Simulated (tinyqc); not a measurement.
Binary melting diagram from solution models of liquid and solid: one step, computed by the program tinyqc.

x is the fraction of B. In a phase with interaction L: mu_A = G_A + R T ln(1 - x) + L x^2, mu_B = G_B + R T ln x + L (1 - x)^2. Melting: G(liquid) - G(solid) = H (1 - T/T_m) for each pure component.

Question. Dilute B in A: partition coefficient and slope. At T_A, k0 = exp[(dG_B(T_A) + L_L - L_S)/(R T_A)]; van 't Hoff: m_L = -R T_A^2 (1 - k0)/H_A per unit fraction. Burton-Prim-Slichter: k_eff = k0/[k0 + (1 - k0) exp(-V delta/D)]. Freezing range of c0: |m_L| c0 |1 - k0|/k0.

Inputs (values chosen for the exercise, modelled on Si-Ge):
```
quantity                  value    unit
melting point T_A          1687       K
melting point T_B          1211       K
heat of melting H_A        50.2  kJ/mol
heat of melting H_B        37.2  kJ/mol
liquid interaction L_L        6  kJ/mol
solid interaction L_S       3.6  kJ/mol
dilute content c0 of B   0.0061       -
growth number V delta/D    0.36       -
```

Diagram: complete solid solution (lens).

Constants: R = 8.314462618 J/(mol K).

Give: partition coefficient k0; liquidus slope m_L; effective coefficient k_eff; freezing range.

Answer.

partition coefficient k0 = 0.41839

liquidus slope m_L = -274.15 K

effective coefficient k_eff = 0.50765

freezing range = 2.3248 K

k0 < 1: the solid rejects B and B lowers the melting point. Faster growth moves k_eff towards 1.
